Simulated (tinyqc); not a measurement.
# Space-charge-limited current with shallow traps: what changes with what

One carrier type, drift only, an injecting contact at x = 0 (zero field) and thickness L. The share th = y/(1 + y), y = (Nc/Nt) exp(-Et/kB T), of the injected charge is free: J = q mu n F, eps0 eps_r dF/dx = q (n - n0)/th.

Parameters, values chosen for the exercise: temperature T = 350 K; relative permittivity eps_r = 15.1; mobility mu = 3 cm^2/(V s); thickness L = 7700 nm; band density of states Nc = 8.4e20 cm^-3; trap density Nt = 2.1e15 cm^-3; trap depth Et = 0.41 eV; free carrier density in equilibrium n0 = 2e12 cm^-3; voltage V = 6.6 V.

Constants: q = 1.602176634e-19 C, kB = 1.380649e-23 J/K, Vt = kB T/q, eps0 = 8.8541878128e-14 F/cm where lengths are in cm. Results are converted to the units shown.

Each table varies one quantity; the others keep the values above.

## Effect of the thickness

Ohmic J = q n0 mu V/L; Mott-Gurney J = (9/8) th eps0 eps_r mu V^2/L^3; they cross at Vx = 8 q n0 L^2/(9 th eps0 eps_r); traps fill at V_TFL = q Nt L^2/(2 eps0 eps_r). Exact: with u = n0/n(L), w = -u - ln(1 - u) and v = -u - u^2/2 - ln(1 - u), V = (q n0 L^2/(th eps0 eps_r)) v/w^2 and J = q^2 n0^2 mu L/(th eps0 eps_r w).

Results:

| L (nm) | J (A/cm^2) | ohmic (A/cm^2) | Mott-Gurney (A/cm^2) | d ln J/d ln V |
|---|---|---|---|---|
| 2400 | 4.755 | 0.02644 | 4.735 | 1.996 |
| 3400 | 1.679 | 0.01866 | 1.665 | 1.992 |
| 6500 | 0.2457 | 0.009761 | 0.2383 | 1.970 |
| 9100 | 0.09212 | 0.006972 | 0.08686 | 1.942 |
| 13000 | 0.03350 | 0.004880 | 0.02979 | 1.888 |
| 18000 | 0.01394 | 0.003525 | 0.01122 | 1.801 |
| 24000 | 0.006805 | 0.002644 | 0.004735 | 1.684 |

Estimate the missing row, L = 4700 nm.

Computed row:

| L (nm) | J (A/cm^2) | ohmic (A/cm^2) | Mott-Gurney (A/cm^2) | d ln J/d ln V |
|---|---|---|---|---|
| 4700 | 0.6406 | 0.01350 | 0.6304 | 1.984 |

With this row back in the table: J falls from 4.75 to 0.00680 A/cm^2, as L^(-2.99) between the first two rows and L^(-2.49) between the last two (space charge -3, ohmic -1). The thickness law marks a bulk-limited current; an electrode-limited one depends on V/L alone. For L = 2400 V exceeds half of V_TFL, which goes as L^2, so trap filling, left out here, would raise the current.

## From ohmic to space-charge-limited current

Same model as above.

From ohmic to space-charge-limited current:

| V (V) | J (A/cm^2) | ohmic (A/cm^2) | Mott-Gurney (A/cm^2) | d ln J/d ln V |
|---|---|---|---|---|
| 0.039 | 5.114e-5 | 4.869e-5 | 5.006e-6 | 1.053 |
| 0.072 | 9.907e-5 | 8.989e-5 | 1.706e-5 | 1.111 |
| 0.13 | 1.969e-4 | 1.623e-4 | 5.562e-5 | 1.223 |
| 0.24 | 4.380e-4 | 2.996e-4 | 1.896e-4 | 1.392 |
| 0.45 | 0.001115 | 5.618e-4 | 6.665e-4 | 1.577 |
| 0.82 | 0.003009 | 0.001024 | 0.002213 | 1.727 |
| 1.5 | 0.008840 | 0.001873 | 0.007406 | 1.835 |
| 2.7 | 0.02655 | 0.003371 | 0.02399 | 1.903 |
| 5 | 0.08700 | 0.006242 | 0.08228 | 1.945 |
| 9.2 | 0.2872 | 0.01149 | 0.2786 | 1.970 |
| 17 | 0.9671 | 0.02122 | 0.9512 | 1.983 |

The local exponent rises from 1.05 to 1.98, passing from ohmic towards the square law around Vx = 0.379 V. In the last row J is 1.7 % above the Mott-Gurney value. For V = 0.039, 0.072, 0.13, 0.24, 0.45, 0.82, 1.5, 2.7 the voltage is under 100 kB T/q, where diffusion would add more than a third of the Mott-Gurney current.

Range of the model: Diffusion and a field-dependent mobility are left out. With injecting contacts the diffusion current, about 4 pi^2 Vt th eps0 eps_r mu V/L^3, equals the Mott-Gurney current at V = 35 kB T/q (0.9 V at 300 K), so the drift-only result needs V well above that.

Computed by the program tinyqc: `OMP_NUM_THREADS=1 python tinyqc.py 2370038 2370039 out.jsonl`, one thread of a shared Intel Xeon 2.30GHz, about 0.01 s for the whole run.
